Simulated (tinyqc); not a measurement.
Choice of the surrounding dielectric: dielectric confinement in a thin film (image charges).

A film |z| < t/2 of dielectric constant eps between half-spaces of dielectric constant e2; lam = (eps - e2)/(eps + e2), q = e^2/(4 pi eps0). The self-energy of a band edge is taken with the high-frequency value, e2 = eh, and the field of a fixed ion with the static one, e2 = eo. A charge at z has images lam^|n| at n t + (-1)^n z. Its self-energy is S(z) = (q/2 eps) sum over n >= 1 of lam^n [1/(n t - 2z) + 1/(n t + 2z)] for odd n and 2 lam^n/(n t) for even n; at the centre S(0) = -(q/(eps t)) ln(1 - lam).

Donor at the centre, lam from the static eo, trial function cos(pi z/t) exp(-rho/l): E(l) = c/(m l^2) - (q/eps) times the integral over k of F(k t) (1 + (k l/2)^2)^(-3/2), with F(x) = F0 + 2 lam exp(-x) G/(1 - lam exp(-x)), F0 = 2[(1 - exp(-x/2))/x + x (1 + exp(-x/2))/(x^2 + 4 pi^2)], G = 2 sinh(x/2)[1/x - x/(x^2 + 4 pi^2)]; c = hbar^2/2m0. The binding energy is -E at the minimum, counted from the subband edge with its self-energy.

Constants: e^2/(4 pi eps0) = 14.39964547 eV angstrom; hbar^2/2m0 = 3.80998211 eV angstrom^2; Ry = 13.60569312 eV.

Parameters, chosen for this exercise (out of a larger set: near those of a Ge film between layers of SiO2; not measured data):
```
symbol  value  unit      meaning
t       38     angstrom  film thickness
eps     15.8             dielectric constant of the film
m       0.15   m0        mass in the plane
```

The same film between different dielectrics; in this table one value e2 serves for both eo and eh.

Results:
```
case         lam  <S> (meV)  binding (meV)  l (angstrom)
e2 = 1     0.881       55.8          110.5          31.5
e2 = 2.5   0.727       35.0           73.2          32.9
e2 = 3.9   0.604       25.4           57.3          34.0
e2 = 7.5   0.356       12.4           37.6          36.5
e2 = 16   -0.006       -0.2           21.0          40.9
e2 = 25   -0.225       -6.1           14.4          44.3
e2 = 80   -0.670      -15.9            5.3          55.0
```

The binding spans a factor 20.8, from 111 meV in vacuum to 5.3 meV for e2 = 80; going from 3.9 to 25 changes it by -42.9 meV and the band edge by -31.5 meV, so the binding responds 1.36 times as much as the edge (for an orbit much smaller than t the binding would change by twice the change of S(0), -54.2 meV; here l/t = 0.90 for e2 = 3.9).

Run: tinyqc, `OMP_NUM_THREADS=1 python tinyqc.py 1281233 1281234 out.jsonl`; Intel(R) Xeon(R) Processor @ 2.30GHz, one thread, shared host; about 0.04 s of CPU time with all checks.
